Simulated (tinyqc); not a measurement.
Ballistic conductance of a hard-wall strip of a two-dimensional electron gas by counting modes: thermal smearing.

Subband edges E_n = C (n pi/W)^2/m, n = 1, 2, ...; C = hbar^2/(2 m0). Every mode transmits fully; spin gives the factor 2 in 2 q^2/h, valleys the factor gv.

G = (2 q^2/h) gv M; at zero temperature M counts the edges below Ef, at T it is the sum of degeneracy times f. The smooth (Sharvin) count is kF W/pi, kF = sqrt(m Ef/C), and with the boundary term kF W/pi - 1/2. f = 1/(1 + exp((E_n - Ef)/Vt)).

Values chosen for this exercise: mass m = 0.022 m0; valleys gv = 2; Fermi energy above the 2D band edge Ef = 0.102 eV; width W = 110 nm.

Constants: q = 1.602176634e-19 C, kB = 1.380649e-23 J/K, hbar = 1.054571817e-34 J s, h = 6.62607015e-34 J s, m0 = 9.1093837015e-31 kg, Vt = kB T/q, hbar^2/(2 m0) = 0.0380998212 eV nm^2. Results are converted to the units shown.

Results:
```
T (K)	kB T (meV)	M at T	G (uS)
2	0.17235	8.0000	1239.7
10	0.86173	8.0000	1239.7
77	6.6353	7.9801	1236.6
150	12.926	7.9361	1229.8
220	18.958	7.8558	1217.3
300	25.852	7.7330	1198.3
400	34.469	7.5743	1173.7
```

Estimate the missing row, T = 30 K.

Computed row:
```
T (K)	kB T (meV)	M at T	G (uS)
30	2.5852	7.9970	1239.2
```

With this row back in the table: M at T falls from 8.00 to 7.57; the integer count is 8. The edge nearest to Ef lies 11.6 meV from it, and M stays within 0.01 of the integer up to 30 K among the rows.

tinyqc, about 0.07 s, one thread, Intel Xeon 2.30GHz (shared host): `OMP_NUM_THREADS=1 python tinyqc.py 2740119 2740120 out.jsonl`
